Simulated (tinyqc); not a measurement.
Electrons shared among three sets of ellipsoidal valleys: one step. Drift and Hall mobility of the mixture. Three cases, with inputs chosen for the exercise.

Question. With f_i the shares, mu_drift = sum f_i mu_i; low-field Hall mobility mu_H = sum f_i mu_i^2/mu_drift (scattering and anisotropy factors set to 1); the Hall density is n mu_drift/mu_H; rho = 1/(e n mu_drift), e = 1.602176634e-19 C.

Case 1.

Values chosen (out of a larger set: masses and offsets near those of GaSb; mobilities are free inputs, held fixed; not measured data): mu = (7900, 660, 350) cm^2/(V s) (mobility of each set); n = 5.5e+16 1/cm^3 (total electron density).

shares: Gamma 0.161131, L 0.837403, X 0.001466

Case 2.

Values chosen (out of a larger set: masses and offsets near those of Si; mobilities are free inputs, held fixed; not measured data): mu = (1400, 1100, 570) cm^2/(V s) (mobility of each set, for current in the plane normal to the Delta2 axis); n = 5.5e+18 1/cm^3 (total electron density).

shares: Delta2 0.417246, Delta4 0.582753, L 0.000000

Case 3.

Values chosen (out of a larger set: masses and offsets near those of Si; mobilities are free inputs, held fixed; not measured data): mu = (1600, 1000, 440) cm^2/(V s) (mobility of each set, for current in the plane normal to the Delta2 axis); n = 2e+19 1/cm^3 (total electron density).

shares: Delta2 0.554124, Delta4 0.445876, L 0.000000

Give: mu_drift; mu_H; Hall density; rho.

Answer.

Case 1.

mu_drift = 1826 cm^2/(V s)
mu_H = 5707 cm^2/(V s)
Hall density = 1.76e+16 1/cm^3
rho = 0.0621 ohm cm

A Hall measurement would read 32.0 % of the true density.

Case 2.

mu_drift = 1225 cm^2/(V s)
mu_H = 1243 cm^2/(V s)
Hall density = 5.42e+18 1/cm^3
rho = 0.000926 ohm cm

A Hall measurement would read 98.6 % of the true density. The mobilities are of the size met in pure crystals; at this density impurities would cut them and raise rho, by a factor of two to ten or more depending on crystal and density.

Case 3.

mu_drift = 1332 cm^2/(V s)
mu_H = 1399 cm^2/(V s)
Hall density = 1.90e+19 1/cm^3
rho = 0.000234 ohm cm

A Hall measurement would read 95.2 % of the true density. The mobilities are of the size met in pure crystals; at this density impurities would cut them and raise rho, by a factor of two to ten or more depending on crystal and density.

Computed by tinyqc, one run a case: `OMP_NUM_THREADS=1 python tinyqc.py N N+1 out.jsonl` with N = 1652034, 1680230, 1680566; one thread of a shared Intel(R) Xeon(R) Processor @ 2.30GHz, about 0.01 s a run at most.
